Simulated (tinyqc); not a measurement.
## Single-junction solar cell, detailed-balance limit: effect of the cell temperature

Every photon above the gap Eg makes one pair and none below is absorbed; carriers thermalise at T and move without loss. Jsc = q fs X Phi(Eg, Ts); the dark current is J0 = q ge Phi(Eg, T)/ERE with the Boltzmann factor exp(V/Vt). The efficiency is the electrical power over fs X sigma Ts^4.

Photon flux above E from a black body at temperature T into a hemisphere: Phi(E, T) = A sum_k exp(-k E/th)[E^2 th/k + 2 E th^2/k^2 + 2 th^3/k^3], k = 1, 2, ..., with th = kB T/q in eV and A = 2 pi q^3/(h^3 c^2). J(V) = Jsc - J0 (exp(V/Vt) - 1); Voc = Vt ln(1 + Jsc/J0); at maximum power v = Vmp/Vt solves (1 + v) exp(v) = 1 + Jsc/J0. Pin = fs X sigma Ts^4, sigma = 2 pi^5 kB^4/(15 h^3 c^2). FF = Vmp Jmp/(Voc Jsc).

Inputs (values chosen for the exercise): temperature of the black-body sun Ts = 5778 K; share of the hemisphere filled by the sun fs = 2.16e-5; concentration X = 1000; external radiative efficiency ERE = 0.3; number of faces that emit ge = 1; band gap Eg = 2.27 eV.

Constants: q = 1.602176634e-19 C, kB = 1.380649e-23 J/K, h = 6.62607015e-34 J s, c = 299792458 m/s, Vt = kB T/q. Results are converted to the units shown.

The same in every row: Jsc (mA/cm^2) = 1.417e4.

Effect of the cell temperature:
```
T (K)	Voc (V)	Eg/q - Voc (V)	FF	efficiency (%)
200	2.170	0.1003	0.9540	21.48
240	2.146	0.1241	0.9461	21.07
280	2.121	0.1486	0.9383	20.65
320	2.096	0.1736	0.9306	20.24
360	2.071	0.1991	0.9230	19.84
400	2.045	0.2249	0.9155	19.43
440	2.019	0.2511	0.9080	19.02
480	1.992	0.2777	0.9005	18.62
```

Read the table: what changes, and by how much?

As T goes from 200 to 480 K, Jsc stays at 14200 mA/cm^2, Voc falls from 2.17 to 1.99 V and the efficiency falls from 21.5 to 18.6 %. Voc changes by -0.634 mV/K on average with Eg fixed, and the efficiency by -0.051 % of itself per kelvin. At T = 200 K Voc lies within 6 Vt of the gap, where the Boltzmann form of the emission begins to fail.

tinyqc, about 0.01 s, one thread, Intel Xeon 2.30GHz (shared host): `OMP_NUM_THREADS=1 python tinyqc.py 2820033 2820034 out.jsonl`
